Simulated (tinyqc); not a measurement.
# Worked calculation: capacitance measurement on a leaky thin oxide: effects of series resistance and leakage

Numbers from tinyqc (`OMP_NUM_THREADS=1 python tinyqc.py 2022076 2022077 out.jsonl`; about 0.01 s on one thread of a shared Intel Xeon 2.30GHz). Printed values are rounded.

The device is a capacitance C in parallel with a leakage conductance G, in series with Rs and Ls. An impedance meter reports either a parallel pair (Cp, Gp) from Y = 1/Z = Gp + i w Cp or a series pair (Cs, Rm) from Z = Rm + 1/(i w Cs); w = 2 pi f, dissipation D = Gp/(w |Cp|).

Inputs (values chosen for the exercise); values of the order met in thin-oxide MOS capacitors:
```
symbol,value,unit,meaning
eox,3.9,,relative permittivity of the gate insulator (close to silicon dioxide)
tox,1.1,nm,insulator thickness
A,100,um^2,gate area
zc,0.59,nm,oxide-equivalent thickness added by the accumulation layer
zp,0,nm,oxide-equivalent thickness added by gate depletion
Jg,0.09,A/cm^2,"gate leakage current density, not matched to the thickness"
Vs,0.22,V,voltage for an e-fold rise of the leakage
Rs,310,ohm,series resistance
Ls,0,nH,series inductance
f,50000,Hz,measuring frequency
```

Constants: eps0 = 8.8541878128e-14 F/cm where lengths are in cm. Results are converted to the units shown.

## True capacitance and conductance

EOT = 3.9 tox/eox; CET = EOT + zc + zp; C = 3.9 eps0 A/CET; G = Jg A/Vs.

EOT = 1.1 nm
CET = 1.69 nm
C = 2.04327 pF
G = 0.409091 uS

## What the meter reports

Z = Rs + i w Ls + 1/(G + i w C).

Z = (0.70636-1.10788i) x 1e6 ohm
Cp = 2.04276 pF
Gp = 0.409167 uS
Cs = 2.87315 pF
D = 0.637579

Cp is 0.025 % below C and Cs is 41 % above it; G Rs = 1.27e-4, w C Rs = 1.99e-4 and G/(w C) = 0.637.
